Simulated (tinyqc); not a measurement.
Mobility against temperature: two scattering mechanisms together, and the Matthiessen rule.

Non-degenerate electrons. 1/tau(x) = x^(1/2)/tA + 1/(tI x^(3/2)), x = E/kT, with tA = ta (T/300)^(-3/2) and tI = ti (T/300)^(3/2) (the screening logarithm is held fixed). <tau> = integral x^(3/2) tau exp(-x) dx/Gamma(5/2); mu = <tau>/(mc m0/e), m0/e = 5.685630e-12 kg/C. Matthiessen: 1/mu = 1/muA + 1/muI with <tau>A = tA Gamma(2)/Gamma(5/2), <tau>I = tI Gamma(4)/Gamma(5/2).

Parameters, chosen for this exercise (out of a larger set: masses near those of Ge; tau0 is set for a mobility of the usual size at this n, kL is a free input; freeze-out and phonon drag, which matter near 77 K, are left out; not measured data): ta = 93 fs (acoustic tau at E = kT and 300 K); ti = 410 fs (impurity tau at E = kT and 300 K); mc = 0.1169 m0 (conductivity mass).

rH = <tau^2>/<tau>^2. ta and ti are inputs of their own, not tied to tau0.

Mobilities (cm^2/(V s)):

| T (K) | acoustic | impurity | Matthiessen | exact | rH | Matthiessen/exact |
|---|---|---|---|---|---|---|
| 40 | 2.16e+04 | 1.36e+03 | 1.28e+03 | 1.15e+03 | 1.606 | 1.110 |
| 60 | 1.18e+04 | 2.49e+03 | 2.06e+03 | 1.64e+03 | 1.371 | 1.251 |
| 80 | 7.64e+03 | 3.83e+03 | 2.55e+03 | 1.87e+03 | 1.224 | 1.365 |
| 120 | 4.16e+03 | 7.04e+03 | 2.62e+03 | 1.84e+03 | 1.087 | 1.419 |
| 160 | 2.70e+03 | 1.08e+04 | 2.16e+03 | 1.60e+03 | 1.041 | 1.352 |
| 300 | 1.05e+03 | 2.78e+04 | 1.01e+03 | 885 | 1.043 | 1.146 |
| 400 | 684 | 4.29e+04 | 673 | 620 | 1.067 | 1.086 |
| 550 | 424 | 6.91e+04 | 421 | 403 | 1.096 | 1.045 |

Give the missing row, T (K) = 220.

Computed row:
```
T (K)  acoustic  impurity  Matthiessen     exact     rH  Matthiessen/exact
220    1.68e+03  1.75e+04     1.53e+03  1.23e+03  1.030              1.240
```

The exact mobility peaks at 80 K of those listed. The two mechanisms are equal between 80 and 120 K. The rule overestimates everywhere, most at 120 K (by 42 %), since impurities stop the slow electrons and phonons the fast ones. rH runs between 1.030 and 1.606; the pure limits are 1.178 and 1.933, and the mixture dips below both, since the opposite energy slopes of the two rates leave tau nearly constant. Optical and intervalley phonons, left out, lower real mobilities above about 150 K.

tinyqc: `OMP_NUM_THREADS=1 python tinyqc.py 1682121 1682122 out.jsonl`; about 0.02 s, one thread, shared Intel(R) Xeon(R) Processor @ 2.30GHz.
